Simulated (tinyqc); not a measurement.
Valley-orbit splitting of a donor ground state, with strain. Changing the shear strain e_s. Computed by tinyqc, a small Python program. Command: `OMP_NUM_THREADS=1 python tinyqc.py 3005651 3005652 out.jsonl valleyorbit sweep`. One thread of a shared host (Intel(R) Xeon(R) Processor @ 2.30GHz), about 0.01 s of CPU time with the checks.

The basis is the 1s envelope in each valley; energies are counted from the unstrained conduction-band edge. The strain is e_s (a a^T - 1/3) for the unit stress axis a, so valley j along n_j moves by Xi_u e_s w_j with w_j = (n_j.a)^2 - 1/3: +2/3 for [111], -2/9 for the others.

Inputs (values chosen for the exercise, for a model many-valley semiconductor):

| quantity | value | unit |
|---|---|---|
| single-valley binding energy E_0 | 7.2 | meV |
| central-cell shift Lambda | 0.8 | meV |
| coupling Delta_1 | 0.89 | meV |
| shear deformation potential Xi_u | 16.9 | eV |
| temperature T | 50 | K |
| donor density N_D | 6e+14 | cm^-3 |
| density-of-states mass of one valley m_e | 0.218 | m_0 |

Valleys: four along <111>. Stress axis: [111].

Constants: k_B = 8.617333262e-05 eV/K; m_0 = 9.1093837015e-31 kg; k_B = 1.380649e-23 J/K; h = 6.62607015e-34 J s.

Method:
- H_jj = -(E_0 + Lambda) + Xi_u e_s w_j; H_jk = -Delta_1 between any two valleys.
- Diagonalise H; the ground vector has positive components. The density at the nucleus, and so the contact hyperfine coupling, scales as (sum_j c_j)^2/(number of valleys), which is 1 without strain; the envelopes are held fixed.
- The binding energy is counted from the lowest valley edge, min_j Xi_u e_s w_j; the gap is from the ground state to the next level.
- z = sum over levels of exp(-(E - E_ground)/k_B T), the ground-state share being 1/z; N_c = 2 (2 pi m_e k_B T/h^2)^(3/2) sum_j exp(-(shift_j - lowest shift)/k_B T); n1 = N_c/(2 z) exp(-binding/k_B T), binding = lowest shift - E_ground; without compensation n = 2 N_D/(1 + sqrt(1 + 4 N_D/n1)) (Boltzmann statistics; p and higher states left out).

One run for each value:

| shear strain e_s | hyperfine ratio A/A_0 | binding energy under strain (meV) | gap to the first excited state (meV) | free electrons n (cm^-3) |
|---|---|---|---|---|
| 0.00002 | 0.9988 | 10.60 | 3.489 | 5.739e+14 |
| 0.00004 | 0.9955 | 10.54 | 3.427 | 5.739e+14 |
| 0.00008 | 0.9851 | 10.43 | 3.324 | 5.739e+14 |
| 0.00016 | 0.9581 | 10.29 | 3.177 | 5.739e+14 |
| 0.00032 | 0.9100 | 10.12 | 3.013 | 5.740e+14 |
| 0.00063 | 0.8556 | 9.99 | 2.878 | 5.741e+14 |
| 0.00130 | 0.8094 | 9.89 | 2.781 | 5.743e+14 |
| 0.00250 | 0.7831 | 9.84 | 2.730 | 5.744e+14 |
| 0.00500 | 0.7671 | 9.81 | 2.701 | 5.745e+14 |

Over the rows, hyperfine ratio A/A_0 falls from 0.999 to 0.767 (exponent d ln y / d ln x -0.0047 between the first rows and -0.030 between the last); binding energy under strain (meV) falls from 10.6 to 9.81 (exponent d ln y / d ln x -0.0085 between the first rows and -0.0043 between the last); gap to the first excited state (meV) falls from 3.49 to 2.70 (exponent d ln y / d ln x -0.026 between the first rows and -0.016 between the last). Strain moves the ground state into the lowered valleys, so fewer valleys add in phase at the nucleus and less valley-orbit energy is gained.

Caution (all rows): k_B T exceeds a third of E_0, so the p and higher states, left out, hold part of the bound electrons.

Extremes, crossings and ranges named in words are read from the listed rows.
